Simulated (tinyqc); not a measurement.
Worked calculation: valley splitting in a one-orbital chain of atomic planes (second-neighbour model). Values are carried at full precision from step to step, so a last printed digit may differ when a step is redone from the rounded ones.

Each (001) plane carries one orbital with energy e0, hopping v to the next plane and u to the second: E(phi) = e0 + 2 v cos(phi) + 2 u cos(2 phi), where phi = pi - k a/4 (the sign of every second orbital is chosen so that v > 0, which shifts the phase by pi). The minimum lies at cos(phi0) = -v/(4u), phi0 = pi - (pi/2) k0 for a valley at k0 (2 pi/a), and e0 puts it at zero. A slab of N planes has hard walls: the matrix simply ends.

Constants: hbar^2/2m0 = 3.80998211 eV angstrom^2.

Values chosen for the exercise (near those of the Delta valleys of silicon; abrupt walls in this chain split the valleys several times more than measured wells; not measured data):
- a = 5.433 angstrom (lattice constant; planes lie a/4 apart)
- k0 = 0.831 2 pi/a (position of the valley)
- ml = 0.864 m0 (longitudinal mass)
- N = 12 (planes in the small slab)

## Hoppings from the valley position and mass

The curvature at the minimum is d2E/dphi2 = 8 u sin^2(phi0) = (2c/ml)/(a/4)^2 with c = hbar^2/2m0; v = -4 u cos(phi0); e0 = 2u + v^2/(4u).

phi0 = 1.83626 rad
u = 0.64174 eV
v = 0.67347 eV
e0 = 1.46018 eV

## The bulk band

E at phi = j pi/10.

Band:

| phi/pi | E (eV) |
|---|---|
| 0.0 | 4.0906 |
| 0.1 | 3.7795 |
| 0.2 | 2.9465 |
| 0.3 | 1.8553 |
| 0.4 | 0.8380 |
| 0.5 | 0.1767 |
| 0.6 | 0.0056 |
| 0.7 | 0.2719 |
| 0.8 | 0.7671 |
| 0.9 | 1.2175 |
| 1.0 | 1.3967 |

## Hamiltonian of the slab

e0 on the diagonal, v and u on the first and second off-diagonals.

H (eV), lower triangle:
```
         1       2       3       4       5       6       7       8       9      10      11      12
1   1.4602
2   0.6735  1.4602
3   0.6417  0.6735  1.4602
4        0  0.6417  0.6735  1.4602
5        0       0  0.6417  0.6735  1.4602
6        0       0       0  0.6417  0.6735  1.4602
7        0       0       0       0  0.6417  0.6735  1.4602
8        0       0       0       0       0  0.6417  0.6735  1.4602
9        0       0       0       0       0       0  0.6417  0.6735  1.4602
10       0       0       0       0       0       0       0  0.6417  0.6735  1.4602
11       0       0       0       0       0       0       0       0  0.6417  0.6735  1.4602
12       0       0       0       0       0       0       0       0       0  0.6417  0.6735  1.4602
```

## Levels and the valley doublet

Diagonalise H. The two lowest levels are the doublet made from the valleys at +k0 and -k0; give their splitting, the weights of the lowest state, and its parity under reversal of the planes.

levels (eV): 0.1081  0.1294  0.3975  0.4994  0.7884  0.9926  1.2588  1.3024  1.9521  2.7372  3.4373  3.9191

splitting = 21.38 meV

weights on the planes: 0.030  0.061  0.011  0.200  0.027  0.172  0.172  0.027  0.200  0.011  0.061  0.030

parity of the lowest state: odd

The mean of the doublet lies 0.1187 eV above the bulk minimum, and level 3 lies 0.2788 eV above that mean; the weights oscillate from plane to plane because the two valleys interfere.

## Checks

- Mean of the doublet for 400 planes against the effective-mass level with W = 402 a/4 (meV): both 0.1460.

(tinyqc, `OMP_NUM_THREADS=1 python tinyqc.py 1481273 1481274 out.jsonl`, Intel(R) Xeon(R) Processor @ 2.30GHz, 1 thread, shared host, about 0.02 s.)
